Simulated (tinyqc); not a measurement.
Finite-difference solution of the diffusion equation on a small grid: one step, computed by the program tinyqc.

dC/dt = D d2C/dx2 on nodes x_j = j dx, j = 0..8; the far end is sealed.

Problem. Amplification factors. The mode of M with eigenvalue mu has its amplitude multiplied per step by g = (1 + (1 - theta) r mu)/(1 - theta r mu), with theta = 0 explicit, 1 implicit, 1/2 Crank-Nicolson; the explicit scheme is stable for r up to 2/|mu_min|.

Boundary at x = 0: fixed surface value. Scheme: explicit.

operator M:
```
   0   1   2   3   4   5   6   7
0  0   0   0   0   0   0   0   0
1  1  -2   1   0   0   0   0   0
2  0   1  -2   1   0   0   0   0
3  0   0   1  -2   1   0   0   0
4  0   0   0   1  -2   1   0   0
5  0   0   0   0   1  -2   1   0
6  0   0   0   0   0   1  -2   1
7  0   0   0   0   0   0   1  -2
8  0   0   0   0   0   0   0   2

    8
0   0
1   0
2   0
3   0
4   0
5   0
6   0
7   1
8  -2
```

mesh ratio r = 0.3608

Give: eigenvalues mu of M; factors g; largest stable r of the explicit scheme.

Solution.

eigenvalues mu of M: -3.9616  -3.6629  -3.1111  -2.3902  -1.6098  -0.8889  -0.3371  -0.0384  0.0000

factors g: -0.4293  -0.3216  -0.1225  0.1376  0.4192  0.6793  0.8784  0.9861  1.0000

largest stable r of the explicit scheme = 0.50485

The smallest factor is -0.429: the shortest waves flip sign at each step while they decay.
